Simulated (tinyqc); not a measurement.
Regular and subregular solution with a miscibility gap: one step, computed by the program tinyqc. Command: `OMP_NUM_THREADS=1 python tinyqc.py 3000169 3000170 out.jsonl regsol walk`. One thread of a shared host (Intel(R) Xeon(R) Processor @ 2.30GHz), about 0.03 s of CPU time with the checks.

Per mole of mixing sites: G(x) = x (1 - x) [L0 + L1 (1 - 2x)] + R T [x ln x + (1 - x) ln(1 - x)], x the fraction of B.

Question. G, chemical potentials and activities. G' = L0 (1 - 2x) + L1 (1 - 6x + 6x^2) + R T ln[x/(1 - x)]; G'' = -2 L0 - 6 L1 (1 - 2x) + R T/[x (1 - x)]. mu_A = G - x G', mu_B = G + (1 - x) G', activity = exp(mu/(R T)).

Inputs (values chosen for the exercise, modelled on Ga(1-x)In(x)P): asymmetry L1 = 0.97 kJ/mol; temperature T = 643 K.

L0 = 14.68350 kJ/mol

Constants: R = 8.314462618 J/(mol K).

Give: G, G'' and activities at x = 0.02, 0.1, 0.2, 0.35, 0.5, 0.65, 0.8, 0.9, 0.98.

Answer.

G, G'' and activities at x = 0.02, 0.1, 0.2, 0.35, 0.5, 0.65, 0.8, 0.9, 0.98:

| x | G (kJ/mol) | G'' (kJ/mol) | activity of A | activity of B |
|---|---|---|---|---|
| 0.02 | -0.2181 | 237.8 | 0.981 | 0.328 |
| 0.10 | -0.3466 | 25.4 | 0.929 | 1.010 |
| 0.20 | -0.2328 | 0.6 | 0.907 | 1.187 |
| 0.35 | -0.0547 | -7.6 | 0.943 | 1.083 |
| 0.50 | -0.0348 | -8.0 | 1.040 | 0.949 |
| 0.65 | -0.1871 | -4.1 | 1.152 | 0.878 |
| 0.80 | -0.4190 | 7.5 | 1.133 | 0.879 |
| 0.90 | -0.4863 | 34.7 | 0.847 | 0.921 |
| 0.98 | -0.2546 | 249.0 | 0.238 | 0.981 |

G'' is negative at 3 of the nine compositions (0.35, 0.5, 0.65), where the solution is unstable.
